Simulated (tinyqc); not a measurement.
Inside a calculation: five-level k.p model folded onto the conduction band. Values are carried at full precision from step to step, so a last printed digit may differ when a step is redone from the rounded ones.

Second-order sums for the lowest conduction level at E: 1/m = 1 + Cm + (Ep/3)(2/E + 1/(E + Dso)) - (Ep2/3)(2/(E7 + D2 - E) + 1/(E7 - E)); g/2 = 1 + Cg - (Ep/3)(1/E - 1/(E + Dso)) - (Ep2/3)(1/(E7 - E) - 1/(E7 + D2 - E)). E is counted from the top of the valence band; E = Eg at the edge.

Constants: hbar^2/2m0 = 3.80998211 eV angstrom^2.

Parameters, chosen for this exercise (near those of InP; the results hold for these values, not for the real material): Eg = 1.487 eV (gap at Gamma to the s-like level); Dso = 0.114 eV (spin-orbit splitting); Ep = 20 eV (Kane energy); E7 = 4.85 eV (upper Gamma7 conduction level, from the valence top); D2 = 0.06 eV (its spin-orbit splitting, Gamma8 above Gamma7); Ep2 = 1.7 eV (Kane energy to the upper levels); Cm = -0.2 (remote term in 1/m); Cg = 0 (remote term in g/2); k = 0.072 1/angstrom (wave vector along z).

## Mass and g factor term by term

Evaluate at E = Eg.

Terms:

| level | part of 1/m | part of g |
|---|---|---|
| free + remote | 0.8000 | 2.0000 |
| Gamma8 valence | 8.9666 | -8.9666 |
| Gamma7 valence | 4.1641 | 8.3281 |
| Gamma8 upper | -0.3311 | 0.3311 |
| Gamma7 upper | -0.1685 | -0.3370 |

m = 0.0745 m0
g = 1.356

The valence levels give 13.13 to 1/m and the upper levels take 0.50 away. In g the two valence terms nearly cancel when Dso is small against Eg; here Dso/Eg = 0.08 and they leave -0.638, the upper pair -0.006.

## The matrix at one k

For k along z and one spin sector the level c couples to four states. With c0 = hbar^2/2m0, P = sqrt(Ep c0), P2 = sqrt(Ep2 c0): diagonal Eg + (1 + Cm) c0 k^2 for c, and 0, -Dso, E7 + D2, E7 for lh, so, G8 up, G7 up (their own dispersion is left out); couplings of c: sqrt(2/3) P k to lh, sqrt(1/3) P k to so, sqrt(2/3) P2 k to G8 up, sqrt(1/3) P2 k to G7 up (phases chosen real).

Fill in the matrix.

H (eV), lower triangle:
```
             c  lh        so    G8 up    G7 up
c      1.50280
lh     0.51317   0
so     0.36287   0  -0.11400
G8 up  0.14961   0         0  4.91000
G7 up  0.10579   0         0        0  4.85000
```

## Exact folding onto c

Solve E = H_cc + S(E), S(E) = sum_j H_cj^2/(E - H_jj), from E = H_cc, by plain substitution and by Newton steps on E - H_cc - S(E). The weight of c in the state is Z = 1/(1 - dS/dE). The exact level is the third eigenvalue of H from below.

Iterates (eV):

| step | substitution | Newton |
|---|---|---|
| 0 | 1.50280 | 1.50280 |
| 1 | 1.74956 | 1.71373 |
| 2 | 1.71329 | 1.71745 |
| 3 | 1.71800 | 1.71745 |
| 4 | 1.71738 | 1.71745 |
| 5 | 1.71746 | 1.71745 |
| 6 | 1.71745 | 1.71745 |
| 7 | 1.71745 | 1.71745 |

exact level = 1.71745 eV
Z = 0.8835

Substitution multiplies the error by about dS/dE = 1 - 1/Z = -0.132 a step, so it alternates; after 7 steps it is off by 1.7e-07 eV, while Newton is within 1e-5 eV from step 2 on.

## Loewdin series

Expanding E = H_cc + S(E) about Eg in powers of k^2, with s_n = sum_j H_cj^2/(Eg - H_jj)^n: order k^2: e2 = (1 + Cm) c0 k^2 + s1; order k^4: e4 = -s2 e2; order k^6: e6 = s3 e2^2 + s2^2 e2.

Give each order and the partial sums, counted from Eg.

s1 (eV), s2 (no unit), s3 (1/eV); (1 + Cm) c0 k^2 is H_cc - Eg: 0.24948  0.17337  0.11133

e2, e4, e6 (eV): 0.26528  -0.04599  0.01581

partial sums (eV): 0.26528  0.21929  0.23509

The exact value is 0.23045 eV; the errors of the partial sums are +34.83, -11.16 and +4.65 meV.

## Checks

- Curvature of the exact level at small k against the sum for 1/m: both 13.431.

(tinyqc, `OMP_NUM_THREADS=1 python tinyqc.py 1050447 1050448 out.jsonl`, Intel(R) Xeon(R) Processor @ 2.30GHz, 1 thread, shared host, about 0.01 s.)
